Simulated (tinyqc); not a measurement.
Inside a calculation. Method: sp3 tight binding, zinc-blende lattice. One step of it, computed by the program tinyqc.

Question. Bloch Hamiltonian at G. Slater-Koster rules over the four bonds with direction cosines (l, m, n): ss V_ss; s-px l V_sp; px-s -l V_sp; px-px l^2 V_pps + (1 - l^2) V_ppp; px-py l m (V_pps - V_ppp); each times exp(i k.d).

Parameters chosen for this model: zinc-blende lattice, anion at 0, cation at a/4 (1,1,1); V = eta hbar^2 / (m d^2), hbar^2/m = 7.619964 eV angstrom^2:
```
parameter,value,unit
a,5.390000,angstrom
d,2.333938,angstrom
Es anion,-15.710000,eV
Ep anion,-6.110000,eV
Es cation,-14.440000,eV
Ep cation,-5.450000,eV
eta ss,-1.400000,
eta sp,1.840000,
eta pp sigma,3.240000,
eta pp pi,-0.810000,
V ss,-1.958403,eV
V sp,2.573902,eV
V pp sigma,4.532305,eV
V pp pi,-1.133076,eV
```

k point G (2 pi / a): 0  0  0

Give: H(k) at G.

Answer.

H(k) at G (eV):
```
,a s,a px,a py,a pz,c s,c px,c py,c pz
a s,-15.7100,0.0000,0.0000,0.0000,-7.8336,0.0000,0.0000,0.0000
a px,0.0000,-6.1100,0.0000,0.0000,0.0000,3.0215,0.0000,0.0000
a py,0.0000,0.0000,-6.1100,0.0000,0.0000,0.0000,3.0215,0.0000
a pz,0.0000,0.0000,0.0000,-6.1100,0.0000,0.0000,0.0000,3.0215
c s,-7.8336,0.0000,0.0000,0.0000,-14.4400,0.0000,0.0000,0.0000
c px,0.0000,3.0215,0.0000,0.0000,0.0000,-5.4500,0.0000,0.0000
c py,0.0000,0.0000,3.0215,0.0000,0.0000,0.0000,-5.4500,0.0000
c pz,0.0000,0.0000,0.0000,3.0215,0.0000,0.0000,0.0000,-5.4500
```
